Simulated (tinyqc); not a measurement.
Worked calculation: Lorentz oscillators and the Kramers-Kronig relations. Values are carried at full precision from step to step, so a last printed digit may differ when a step is redone from the rounded ones.

eps(E) = 1 + sum_j S_j/(E0_j^2 - E^2 - i G_j E).

Constants: hbar c = 1973.269805 eV angstrom; hbar^2/2m0 = 3.80998211 eV angstrom^2; e^2/(4 pi eps0) = 14.39964547 eV angstrom.

Parameters, chosen for this exercise:
- E0 = (10.86) eV (resonances)
- G = (0.54) eV (widths)
- S = (28.8) eV^2 (strengths)
- E = 13.33 eV (photon energy)
- h = 1 eV (grid step)
- M = 30 (grid points E_j = j h)
- i = 13 (grid index at which eps1 is wanted)

## Dielectric function at one energy

Evaluate each oscillator and the sum.

terms: -0.4751+0.0572i

eps(E) = 0.5249+0.0572i
eps(0) = 1.2442

## Optical constants

n + i k = sqrt(eps1 + i eps2) with k >= 0; R = ((n - 1)^2 + k^2)/((n + 1)^2 + k^2) at normal incidence from vacuum; alpha = 2 E k/(hbar c), times 1e8 for 1/cm; loss function Im(-1/eps) = eps2/(eps1^2 + eps2^2).

Convert eps at the photon energy E into the optical constants.

n = 0.7256
k = 0.0394
R = 0.0258
alpha = 5.33e+04 1/cm
loss function = 0.2053
vacuum wavelength hc/E (hc = 1239.841984 eV nm) = 93.0 nm

The intensity falls to 1/e within 188 nm.

## Absorptive part on the grid

Tabulate eps2 at E_j = j h.

eps2(E_j), j = 1 .. M: 0.0011  0.0024  0.0039  0.0060  0.0090  0.0139  0.0228  0.0425  0.1008  0.4431  3.8314  0.2588  0.0761  0.0354  0.0202  0.0130  0.0090  0.0066  0.0050  0.0039  0.0031  0.0026  0.0021  0.0018  0.0015  0.0013  0.0011  0.0010  0.0009  0.0008

## eps1 at one grid point

Kramers-Kronig: eps1(E) = 1 + (2/pi) P integral_0^infinity E1 eps2(E1)/(E1^2 - E^2) dE1. Maclaurin rule on the grid E_j = j h, j = 1 .. M: eps1(E_i) = 1 + (4 h/pi) sum over j with j - i odd of E_j eps2(E_j)/(E_j^2 - E_i^2); nothing is added above E_M.

List the terms E_j eps2_j/(E_j^2 - E_i^2) for j - i odd, add them and form eps1.

terms in order of j (1/eV): 0.0000  -0.0002  -0.0006  -0.0032  -0.0642  -0.1242  0.0184  0.0024  0.0008  0.0003  0.0002  0.0001  0.0001  0.0000  0.0000

sum = -0.170 1/eV
eps1(E_i) = 0.783

The oscillator formula gives 0.446 at E_i = 13 eV. The rule samples every 2h = 2 eV against a narrowest width of 0.54 eV and stops at 30 eV; coarse sampling and the missing tail make the difference.

## The f-sum on the grid

W(E_M) = (2/pi) h sum_j E_j eps2_j, with half weight on the last point; the full integral equals sum S_j = (hbar omega_p)^2, and the electron density follows from (hbar omega_p)^2 = 8 pi c (e^2/(4 pi eps0)) N with c = hbar^2/2m0.

W(E_M) = 34.43 eV^2
sum S = 28.80 eV^2
share reached on this grid (a step near the line widths can inflate it) = 1.195
hbar omega_p = 5.367 eV
N = 2.09e+22 1/cm^3

## Checks

- The value of eps1 at 13.365 eV from a fine, long grid (with the tail of eps2 ~ 1/E^3 added) against the oscillator formula: both 0.532.

Program tinyqc; command `OMP_NUM_THREADS=1 python tinyqc.py 1651079 1651080 out.jsonl`; about 0.2 s on one thread of a shared Intel(R) Xeon(R) Processor @ 2.30GHz.
